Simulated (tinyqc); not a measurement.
Inside a calculation. Model: space-charge-limited current through a thin insulating or semi-insulating film with traps. Computed by tinyqc, a small Python program that keeps every step. Command: `OMP_NUM_THREADS=1 python tinyqc.py 3030535 3030536 out.jsonl sclc walk`. One thread of a shared host (Intel(R) Xeon(R) Processor @ 2.30GHz), about 0.01 s of CPU time with the checks. Intermediate numbers are printed to about 5 digits and carried at full precision; extremes and crossings named in words are read from the listed rows.

One ohmic injecting contact at x = 0 (field zero), drift only, non-degenerate free carriers.

Inputs (values chosen for the exercise, modelled on an amorphous oxide semiconductor): permittivity eps = 10; band mobility mu = 11 cm^2/(V s); effective density of states N_c = 4.8e+18 1/cm^3; trap density N_t = 1e+17 1/cm^3; equilibrium Fermi level below the band edge, E_0 = 0.68 eV; thickness d = 200 nm; free density at the anode, in units of N_c = 7e-06; temperature T = 250 K; characteristic temperature T_c = 1200 K.

Traps: exponential tail.

Constants: k_B = 8.617333262e-05 eV/K; e = 1.602176634e-19 C; eps_0 = 8.8541878128e-12 F/m.

## Equilibrium and landmark voltages

Free density n_0 = N_c exp(-E_0/k_B T) in equilibrium; trapped density n_t(n) = N_t (n/N_c)^(T/T_c) (the low-temperature form). theta = n/(n + n_t) at the anode density; trap-filled-limit voltage V_TFL = e (N_t - n_t(n_0)) d^2/(2 eps eps_0).

n_0 = 93982 1/cm^3

n_t(n_0) = 1.3936e+14 1/cm^3

theta = 0.0039678

V_TFL = 3.6140 V

## One point of the curve

J = e mu n F and (eps eps_0/e) dF/dx = n - n_0 + n_t(n) - n_t(n_0) = rho(n). With F = J/(e mu n): d = (eps eps_0 J/(e^2 mu)) I_1 and V = (eps eps_0 J^2/(e^3 mu^2)) I_2, I_k = int_(n_L)^infinity dn/(n^(k+1) rho(n)), n_L the density at the anode; with u = n_L/n, 200 Gauss-Legendre points in t, u = 1 - (1 - t)^2. Anode field J/(e mu n_L); Mott-Gurney current (9/8) eps eps_0 mu V^2/d^3; ohmic current e n_0 mu V/d.

I_1 = 2.9304e-30 cm^6

I_2 = 4.7983e-44 cm^9

current density J = 2.1765 A/cm^2

voltage V = 0.40444 V

anode field over mean field V/d = 1.8176

trap-free Mott-Gurney current = 224.03 A/cm^2

ohmic current = 3.3494e-09 A/cm^2

J is 0.00972 times the trap-free law and 6.50e8 times the ohmic current; theta is 0.00397. The field ratio is 1 for ohmic flow, 3/2 for the square law and 2 for a uniform fixed charge; here 1.82.

## The whole curve

The last column is d ln J/d ln V up to the next row.

Current against voltage:
```
n_L (1/cm^3)       V (V)  J (A/cm^2)   slope
9.90e+04      6.7106e-04  7.4530e-12  2.3191
1.40e+06      6.2829e-03  1.3337e-09  4.0884
2.00e+07      1.5028e-02  4.7151e-08  4.8380
2.80e+08      2.9990e-02  1.3344e-06  5.2526
4.10e+09      5.6456e-02  3.7012e-05  5.4869
5.80e+10      1.0197e-01  9.4864e-04  5.6140
8.20e+11      1.8110e-01  2.3856e-02  5.6444
1.20e+13      3.2267e-01  6.2149e-01  5.3877
1.70e+14      5.8893e-01  1.5894e+01  4.2850
2.40e+15      1.2995e+00  4.7210e+02  2.8134
3.40e+16      5.3514e+00  2.5318e+04  2.1646
4.80e+17      5.0109e+01  3.2080e+06       -
```

The slope starts at 2.32, peaks at 5.6 between 0.181 and 0.323 V and ends at 2.16. Rows below 0.22 V (10 k_B T/e) are formal, since diffusion from the contact rules there. Self-heating is left out, although J V exceeds 1e5 W/cm^2 at the last row. The last rows ignore velocity saturation (mu V/d above 1e7 cm/s). An exponential tail gives the power law T_c/T + 1 = 5.80, which the middle rows approach.

Checks made by the program: trap-free limit against the Mott-Gurney law (relative difference 5e-08).
